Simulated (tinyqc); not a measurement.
Leakage currents through a thin dielectric: one step, computed by the program tinyqc.

Electrons leave an electrode with Fermi energy E_F above its band bottom; barriers are counted from the Fermi level, and both electrodes are alike.

Problem. Thermal currents. Schottky emission J = A T^2 exp(-(phi_B - sqrt(e^3 F/(4 pi k_o eps_0)))/k_B T), A = 4 pi e m k_B^2/h^3 with the tunnelling mass; Poole-Frenkel J = sigma_0 F exp(-(phi_t - sqrt(e^3 F/(pi k_o eps_0)))/k_B T); both use the field F of the dielectric.

Inputs (values chosen for the exercise, modelled on HfO2):

| quantity | value | unit |
|---|---|---|
| barrier height phi_B | 1.57 | eV |
| tunnelling mass m | 0.22 | m_0 |
| optical permittivity k_o | 4.14 | - |
| trap depth phi_t | 1.1 | eV |
| Poole-Frenkel prefactor sigma_0 | 5e-08 | S/cm |
| temperature T | 398 | K |

Stack: single layer.

field F = 1.818182 MV/cm

Constants: e = 1.602176634e-19 C; eps_0 = 8.8541878128e-12 F/m; k_B = 8.617333262e-05 eV/K; m_0 = 9.1093837015e-31 kg; k_B = 1.380649e-23 J/K; h = 6.62607015e-34 J s.

Give: Schottky lowering; Poole-Frenkel lowering; Schottky current density; Poole-Frenkel current density.

Solution.

Schottky lowering = 0.25147 eV

Poole-Frenkel lowering = 0.50295 eV

Schottky current density = 8.4300e-11 A/cm^2

Poole-Frenkel current density = 2.5021e-09 A/cm^2

The Poole-Frenkel lowering is twice the Schottky one, because the charge of a trap is fixed while an image charge moves with the electron.
